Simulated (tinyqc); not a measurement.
# Charge control and current of a heterostructure field-effect transistor, step by step

A worked calculation. Computed by tinyqc, a small Python program that keeps every step. Command: `OMP_NUM_THREADS=1 python tinyqc.py 3011674 3011675 out.jsonl hemt walk`. One thread of a shared host (Intel(R) Xeon(R) Processor @ 2.30GHz), about 0.01 s of CPU time with the checks. Intermediate numbers are printed to about 5 digits and carried at full precision; extremes and crossings named in words are read from the listed rows.

Two subbands in a triangular well; E_F is counted from the conduction band edge of the channel at the interface.

Inputs (values chosen for the exercise, modelled on AlGaN/GaN): channel mass m = 0.2 m_0; permittivity eps (barrier and channel) = 9.3; barrier thickness d = 26 nm; Schottky barrier phi_B = 1.1 eV; conduction band offset dE_c = 0.27 eV; polarisation charge sigma/e = 1e+13 1/cm^2; gate voltage V_G = 0 V; mobility mu = 1700 cm^2/(V s); saturation velocity v_s = 1.2 1e7 cm/s; gate length L = 1700 nm; source resistance R_S = 0.54 ohm mm; temperature T = 77 K; mixing = 0.5; iteration cap = 200.

Charge source: polarisation. Velocity law: smooth.

Constants: e = 1.602176634e-19 C; eps_0 = 8.8541878128e-12 F/m; k_B = 8.617333262e-05 eV/K; hbar = 1.054571817e-34 J s; m_0 = 9.1093837015e-31 kg; k_B = 1.380649e-23 J/K.

## Threshold and barrier capacitance

Threshold V_T = phi_B - dE_c - sigma d/(eps eps_0) (in volts); C_b = eps eps_0/d.

threshold voltage V_T = -4.2289 V

barrier capacitance C_b = 0.31671 microfarad/cm^2

The device is normally on.

## First iteration

Charge control: n_s = C_b (V_G - V_T - E_F/e)/e. Well: mean field F = e n_s/(2 eps eps_0), E_i = (hbar^2/2m)^(1/3) [(3 pi e F/2)(i + 3/4)]^(2/3), i = 0, 1; n_s = D k_B T sum_i ln(1 + exp((E_F - E_i)/k_B T)), D = m/(pi hbar^2), which is solved in closed form for E_F. Iteration from n_s = C_b (V_G - V_T)/(2e): E_F from n_s, n_out from the charge control, n_new = n_s + mixing (n_out - n_s), kept above n_s/10; stop when |n_out/n_s - 1| < 1e-9.

starting n_s = 4.1797e+12 1/cm^2

E_0 = 157.87 meV

E_1 = 277.72 meV

E_F = 207.89 meV

n_out = 7.9484e+12 1/cm^2

Caution: a density of n_out would put E_F above the conduction band minimum of the barrier, where parallel conduction sets in.

## Sheet density

The formulas are those given above.

Course of the iteration:
```
iteration  n_s (1/cm^2)  E_F (meV)  |n_out/n_s - 1|
1            4.1797e+12     207.89       9.0168e-01
2            6.0640e+12     274.90       2.8890e-01
3            6.9400e+12     304.43       1.1781e-01
4            7.3487e+12     317.93       5.1995e-02
5            7.5398e+12     324.19       2.3699e-02
6            7.6291e+12     327.10       1.0956e-02
7            7.6709e+12     328.46       5.0974e-03
...                 ...        ...              ...
22           7.7077e+12     329.66       5.7172e-08
23           7.7077e+12     329.66       2.6749e-08
24           7.7077e+12     329.66       1.2515e-08
25           7.7077e+12     329.66       5.8556e-09
26           7.7077e+12     329.66       2.7397e-09
27           7.7077e+12     329.66       1.2818e-09
28           7.7077e+12     329.66       5.9974e-10
```

sheet density n_s = 7.7077e+12 1/cm^2

Converged in 28 iterations.

## Levels and gate capacitance

C_g = e dn_s/dV_G = 1/(1/C_b + 1/C_q), 1/C_q = d(E_F/e)/d(e n_s) by a central difference of +/- 0.1 % in n_s; added distance dd = eps eps_0/C_q.

E_0 = 237.40 meV

E_1 = 417.64 meV

E_F = 329.66 meV

share in the second subband = 1.2543e-05 %

gate capacitance C_g = 0.29759 microfarad/cm^2

added distance dd = 1.6705 nm

C_g is 94 % of C_b: the finite density of states and the rise of E_0 act as 1.7 nm of extra barrier. Caution: E_F lies above the conduction band minimum of the barrier, so electrons would spill into the barrier.

## Saturation current

With V = e n_s/C_g and V_c = v_s L/mu: for v = mu F/(1 + mu F/v_s), V_Dsat = V_c (sqrt(1 + 2V/V_c) - 1) and I/W = C_g v_s (V - V_Dsat); g_m = dI/dV; extrinsic g_m/(1 + g_m R_S); f_T = g_m/(2 pi C_g L).

V = 4.1497 V

V_c = 1.2 V

V_Dsat = 2.1763 V

saturation current I/W = 704.72 mA/mm

intrinsic g_m = 230.18 mS/mm

extrinsic g_m = 204.73 mS/mm

intrinsic f_T = 7.2415 GHz

V/V_c = 3.46: velocity saturation rules; I is 48 % of e n_s v_s = 1480 mA/mm.

## Gate length

The formulas are those given above.

Scaling; the last columns are v_s/(2 pi L) and mu V/(2 pi L^2):
```
L (nm)  I/W (mA/mm)  g_m (mS/mm)  extrinsic g_m (mS/mm)   f_T (GHz)  velocity limit (GHz)  mobility limit (GHz)
30           1339.5       339.09                 286.61  6.0450e+02                636.62            1.2475e+05
60           1284.8       331.66                 281.28  2.9563e+02                318.31            3.1188e+04
120          1211.2       321.21                 273.73  1.4316e+02                159.15            7.7970e+03
250          1108.2       305.58                 262.30  6.5371e+01                 76.39            1.7964e+03
500           983.9       284.98                 246.97  3.0483e+01                 38.20            4.4910e+02
1000          833.6       257.13                 225.78  1.3751e+01                 19.10            1.1228e+02
2000          663.8       220.95                 197.40  5.9083e+00                  9.55            2.8069e+01
5000          434.9       162.04                 149.00  1.7333e+00                  3.82            4.4910e+00
```

f_T scales as L^-1.03 at the short end and L^-1.34 at the long end; the two limits cross at L = mu V/v_s = 5880 nm. g_m tends to C_g v_s = 357 mS/mm, and R_S cuts it by 15 % at the shortest gate. Fringe capacitances and short-channel effects, left out, lower f_T once L is below about ten barrier thicknesses.

Checks made by the program: iterated density against a bracketing root search (relative difference 6e-10).
